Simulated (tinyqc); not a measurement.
Surface potential of a MOS transistor: implicit equation and explicit approximations: two steps of the calculation.

p-type body, charge-sheet picture, depletion and inversion only, full ionisation (an idealisation for deep acceptors), Boltzmann statistics (rough once Na exp(x - xn) passes about Nc/7). In units of Vt: xg = (Vg - Vfb)/Vt, x = psi/Vt, G = gamma/sqrt(Vt), xn = (2 phiF + Vc)/Vt. The implicit equation is (xg - x)^2 = G^2 [x - 1 + exp(x - xn)] for x above about 3. Cox = eps0 eox/tox.

Inputs (values chosen for the exercise); band and dielectric values close to those of silicon: temperature T = 350 K; relative permittivity of the gate insulator (close to silicon dioxide) eox = 3.9; insulator thickness tox = 5.1 nm; channel-body voltage Vc = 0 V.

Constants: q = 1.602176634e-19 C, kB = 1.380649e-23 J/K, Vt = kB T/q, eps0 = 8.8541878128e-14 F/cm where lengths are in cm. Results are converted to the units shown.

Question 1. New x. D = exp(x - xn), f = (xg - x)^2 - G^2 (x - 1 + D), f' = -2 (xg - x) - G^2 (1 + D), x(new) = x - f/f'.

x after iteration 1 = 29.867355
G = 0.59752428
xn = 22.358117
xg = 54.043899

Find: D; f; f'; x after iteration 2.

Answer 1.

D = 1824.8
f = -77.327
f' = -700.24
x after iteration 2 = 29.757

Question 2. Potential, charges and gate control. psi = Vt x; N_dep = Cox Vt G sqrt(x - 1)/q; N_inv = (Cox Vt G/q) [sqrt(x - 1 + exp(x - xn)) - sqrt(x - 1)]; dpsi/dVg = 1/[1 + G^2 (1 + exp(x - xn))/(2 (xg - x))].

converged x = 29.750870
G = 0.59752428
xn = 22.358117
xg = 54.043899

Find: psi; N_dep; N_inv; dpsi/dVg.

Answer 2.

psi = 0.89731 V
N_dep = 4.0837e11 cm^-2
N_inv = 2.6880e12 cm^-2
dpsi/dVg = 0.077264

psi lies 7.4 Vt above 2 phiF + Vc.

tinyqc, about 0.01 s, one thread, Intel Xeon 2.30GHz (shared host): `OMP_NUM_THREADS=1 python tinyqc.py 2122124 2122125 out.jsonl`
